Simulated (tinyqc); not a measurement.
# Vertical double-diffused power MOSFET, components of the on-resistance, step by step

Program tinyqc, `OMP_NUM_THREADS=1 python tinyqc.py 2230105 2230106 out.jsonl`; Intel Xeon 2.30GHz, shared host, one thread, about 0.01 s. Printed values are rounded.

Stripe cells of pitch Wp + a, two channels a cell. Current flows through the channels, spreads in the accumulation layer, passes the gap between the p bodies and spreads at 45 degrees into the drift layer below them. Low drain voltage, full ionisation.

Inputs (values chosen for the exercise); bulk values close to those of silicon:
- T = 400 K (temperature)
- eps_r = 11.8 (relative permittivity)
- Kc = 3870 V/cm per (cm^-3)^(1/8) (critical-field constant)
- BV = 100 V (rated breakdown voltage of the drift layer)
- mud = 1210 cm^2/(V s) (drift mobility at 300 K)
- bt = 2.1 (temperature exponent of the drift mobility)
- tox = 33 nm (gate oxide thickness (eps_r 3.9))
- Vov = 13 V (gate overdrive)
- mch = 180 cm^2/(V s) (channel mobility)
- mac = 460 cm^2/(V s) (accumulation-layer mobility)
- Lc = 1 um (channel length)
- Wp = 7.1 um (width of the p body in one cell, channels included)
- a = 4 um (gap between neighbouring p bodies)
- xp = 1.3 um (depth of the p body)
- Nj = 2 (doping of the gap over the drift doping)
- Vbi = 0.639 V (built-in voltage of the body junction)
- Rs = 0.059 mohm cm^2 (substrate and contact resistance)

Constants: q = 1.602176634e-19 C, eps0 = 8.8541878128e-14 F/cm where lengths are in cm. Results are converted to the units shown.

## Drift layer

Triangular field at breakdown with Ec = Kc N^(1/8): BV = eps0 eps_r Ec^2/(2 q N), so N = (eps0 eps_r Kc^2/(2 q BV))^(4/3); W = 2 BV/Ec; mu = mud (T/300 K)^(-bt); rho = 1/(q mu N); ideal resistance rho W.

drift doping N = 3.84547e15 cm^-3
Ec = 0.343423 MV/cm
drift thickness W = 5.82372 um
electron mobility mu at T = 661.324 cm^2/(V s)
drift resistivity rho = 2.45429 ohm cm
ideal resistance = 1.42931 mohm cm^2

## Components of the on-resistance

Pitch p = Wp + a, Cox = 3.9 eps0/tox; zero-bias depletion in the gap w0 = sqrt(2 eps0 eps_r Vbi/(q N Nj)), open gap g = a - 2 w0; R_ch = Lc p/(2 mch Cox Vov); R_acc = 0.6 a p/(4 mac Cox Vov), 0.6 being an empirical factor for current leaving the layer along its length; R_gap = (rho/Nj) xp p/g; spreading depth t = min(W, (p - g)/2); R_drift = (rho p/2) ln((g + 2 t)/g) + rho (W - t); R_on = the sum with Rs.

w0 = 0.329182 um
g = 3.34164 um
components (mohm cm^2): channel 0.226661, accumulation 0.106432, gap 0.529911, drift 2.11246, substrate 0.059
R_on = 3.03447 mohm cm^2
shares (%): channel 7.4696, accumulation 3.5074, gap 17.4631, drift 69.6156, substrate 1.9443

The drift term is the largest. R_on is 2.12 times the ideal drift resistance rho W, and spreading raises the drift term to 1.48 times it.
